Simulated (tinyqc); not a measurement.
Finnis-Sinclair potential for a bcc metal: fit to cohesion and elasticity, then vacancy, surfaces and structure: one step, computed by the program tinyqc.

E = (1/2) sum V(r) - A sqrt(rho), rho = sum phi(r), phi = (r - d)^2 for r < d, V = (r - c)^2 (c0 + c1 r + c2 r^2) for r < c. In bcc the 8 first neighbours lie at sqrt(3) a/2 and the 6 second at a; both cut-offs lie below the third shell; Omega = a^3/2; E is per atom and z the number of atoms in a shell. The four constants A, c0, c1, c2 are fitted to E_c, zero pressure, B and C12 - C44 alone, so C44 and C11 - C12 are not matched singly; defects are unrelaxed.

Problem. Three linear equations for c0, c1, c2. With v_k = (r - c)^2 r^k the rows are (1/2) sum z v_k, (1/2) sum z r v_k' and (1/2) sum z r^2 v_k''. With rho1 = sum z r phi' and rho2 = sum z r^2 phi'' the right-hand sides are: -E_c + A sqrt(rho) (cohesion); A rho1/(2 sqrt(rho)) (zero pressure); 9 B Omega + A [rho2/(2 sqrt(rho)) - rho1^2/(4 rho^(3/2))] with B = (C11 + 2 C12)/3.

Inputs (values chosen for the exercise, modelled on vanadium): lattice constant a = 3.04 angstrom; cohesive energy E_c = 5.39 eV; target C11 = 231 GPa; target C12 = 121 GPa; pair cut-off c/a = 1.244.

rho = 11.94739 angstrom^2

A = 2.080476 eV/angstrom

rho1 = -69.72617 angstrom^2

rho2 = 221.7984 angstrom^2

Constants: 1 eV/angstrom^3 = 160.2176634 GPa.

Give: matrix; right-hand side.

Solution.

matrix, rows cohesion, pressure, bulk modulus, columns c0, c1, c2:
$$\begin{pmatrix}
6.9 & 18.9 & 51.9 \\
-37.7 & -85.9 & -189.1 \\
110.9 & 104.9 & -170.6
\end{pmatrix}$$

right-hand side (eV): [1.8, -21.0, 129.9]
